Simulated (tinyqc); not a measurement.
Capacitance measurement on a leaky thin oxide: effects of series resistance and leakage: one step of the calculation.

The device is a capacitance C in parallel with a leakage conductance G, in series with Rs and Ls. An impedance meter reports either a parallel pair (Cp, Gp) from Y = 1/Z = Gp + i w Cp or a series pair (Cs, Rm) from Z = Rm + 1/(i w Cs); w = 2 pi f, dissipation D = Gp/(w |Cp|).

Question. True capacitance and conductance. EOT = 3.9 tox/eox; CET = EOT + zc + zp; C = 3.9 eps0 A/CET; G = Jg A/Vs.

Parameters, values chosen for the exercise; values of the order met in thin-oxide MOS capacitors:
- eox = 21.7 (relative permittivity of the gate insulator (close to hafnium oxide))
- tox = 6.9 nm (insulator thickness)
- A = 400 um^2 (gate area)
- zc = 0.44 nm (oxide-equivalent thickness added by the accumulation layer)
- zp = 0.3 nm (oxide-equivalent thickness added by gate depletion)
- Jg = 0.00019 A/cm^2 (gate leakage current density, not matched to the thickness)
- Vs = 0.36 V (voltage for an e-fold rise of the leakage)

Constants: eps0 = 8.8541878128e-14 F/cm where lengths are in cm. Results are converted to the units shown.

Give: EOT; CET; C; G.

Answer.

EOT = 1.2401 nm
CET = 1.9801 nm
C = 6.9757 pF
G = 0.0021111 uS

tinyqc, about 0.01 s, one thread, Intel Xeon 2.30GHz (shared host): `OMP_NUM_THREADS=1 python tinyqc.py 2022108 2022109 out.jsonl`
